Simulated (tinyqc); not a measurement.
# Worked calculation: diffused layer (complementary error function), carriers, mobility and sheet resistance

Program tinyqc, `OMP_NUM_THREADS=1 python tinyqc.py 2110028 2110029 out.jsonl`; Intel Xeon 2.30GHz, shared host, one thread, about 0.01 s. Printed values are rounded.

An n-type layer from the surface x = 0 to the junction xj, N(x) = N0 erfc(x/Ld). Local neutrality (no depletion at surface or junction, no spilling of carriers), intrinsic carriers neglected, full ionisation of active dopants.

Inputs (values chosen for the exercise); values close to those of phosphorus in germanium over a p-type background:

| symbol | value | unit | meaning |
|---|---|---|---|
| T | 250 | K | temperature |
| Nb | 3e15 | cm^-3 | background doping of the opposite type |
| N0 | 1.4e18 | cm^-3 | peak chemical concentration |
| m1 | 150 | cm^2/(V s) | mobility limit at high doping |
| m2 | 3890 | cm^2/(V s) | mobility limit at low doping, at 300 K |
| Nr | 2.6e17 | cm^-3 | reference doping of the mobility law |
| am | 0.554 |  | exponent of the mobility law |
| bt | 2 |  | temperature exponent of m2 |
| Ns | 5.11e19 | cm^-3 | solubility limit of active dopant |
| Ld | 45 | nm | diffusion length 2 sqrt(D t) |

Constants: q = 1.602176634e-19 C. Results are converted to the units shown.

## Junction depth and local values

erfc(xj/Ld) = Nb/N0; 12 equal steps from 0 to xj. Active dopant A = min(N, Ns); n = A - Nb; mobility mu = m1 + (m2 (T/300 K)^(-bt) - m1)/(1 + ((A + Nb)/Nr)^am).

xj = 97.67673 nm

| point | x (nm) | N (cm^-3) | A (cm^-3) | n (1e18 cm^-3) | mu (cm^2/(V s)) |
|---|---|---|---|---|---|
| 0 | 0.00000 | 1.4e18 | 1.4e18 | 1.397000 | 1688.115 |
| 1 | 8.13973 | 1.117340e18 | 1.117340e18 | 1.114340 | 1829.389 |
| 2 | 16.27946 | 8.524897e17 | 8.524897e17 | 0.849490 | 2007.809 |
| 3 | 24.41918 | 6.199638e17 | 6.199638e17 | 0.616964 | 2228.624 |
| 4 | 32.55891 | 4.286802e17 | 4.286802e17 | 0.425680 | 2495.486 |
| 5 | 40.69864 | 2.812387e17 | 2.812387e17 | 0.278239 | 2808.514 |
| 6 | 48.83837 | 1.747518e17 | 1.747518e17 | 0.171752 | 3161.882 |
| 7 | 56.97809 | 1.026896e17 | 1.026896e17 | 0.099690 | 3541.730 |
| 8 | 65.11782 | 5.699618e16 | 5.699618e16 | 0.053996 | 3925.875 |
| 9 | 73.25755 | 2.984851e16 | 2.984851e16 | 0.026849 | 4286.664 |
| 10 | 81.39728 | 1.473570e16 | 1.473570e16 | 0.011736 | 4596.923 |
| 11 | 89.53700 | 6.852723e15 | 6.852723e15 | 0.003853 | 4837.007 |
| 12 | 97.67673 | 3e15 | 3e15 | 0.000000 | 5000.450 |

The mobility runs from 1690 to 5000 cm^2/(V s).

## Sheet quantities by the trapezoid rule

Dose = integral of N, carrier sheet density = integral of n, 1/Rs = q integral of n mu, mean mobility 1/(q Rs sheet density), Hall mobility (unit Hall factor) = integral of n mu^2 over integral of n mu, Hall sheet density = (integral of n mu)^2/integral of n mu^2; all from 0 to xj.

dose = 3.5710e12 cm^-2
carrier sheet density = 3.5417e12 cm^-2
Rs = 812.47 ohm/square
mean mobility = 2169.1 cm^2/(V s)
Hall mobility = 2297.7 cm^2/(V s)
Hall sheet density = 3.3433e12 cm^-2

Carriers make up 99.2 % of the dose. A Hall measurement weights the mobile tail, so its sheet density is 5.6 % below the true one. With 4000 steps Rs = 814.6 ohm/square; the coarse value is 0.26 % below it.
